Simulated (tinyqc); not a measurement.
Two coupled magnetic layers: synthetic antiferromagnet, spin flop, exchange bias and magnetoresistance: one step, computed by the program tinyqc.

Moments lie in the plane at the angles p1, p2 from the field. Energy per area: E = J1 cos(p1 - p2) + J2 cos^2(p1 - p2) - B M_s (t1 cos p1 + t2 cos p2) + K (t1 sin^2 p1 + t2 sin^2 p2).

Problem. Limit of the antiparallel state. With p1 = 0, p2 = 180 degrees and c2 = J1 - 2 J2 the Hessian is [[c2 + t1 (2K + b), -c2], [-c2, c2 + t2 (2K - b)]], b = B M_s; its determinant vanishes at the positive root of t1 t2 b^2 - c2 (t1 - t2) b - [2K c2 (t1 + t2) + 4 K^2 t1 t2] = 0.

Inputs (values chosen for the exercise, for a model stack): saturation magnetisation M_s = 1190 kA/m; thickness t1 = 2.4 nm; thickness t2 = 2.4 nm; antiferromagnetic coupling J1 = 0.094 mJ/m^2; biquadratic coupling J2 = 0.015 mJ/m^2; in-plane anisotropy K = 7 kJ/m^3.

Field direction: along the easy axis.

Give: stability limit B_sf of the antiparallel state.

Solution.

stability limit B_sf of the antiparallel state = 25.80 mT
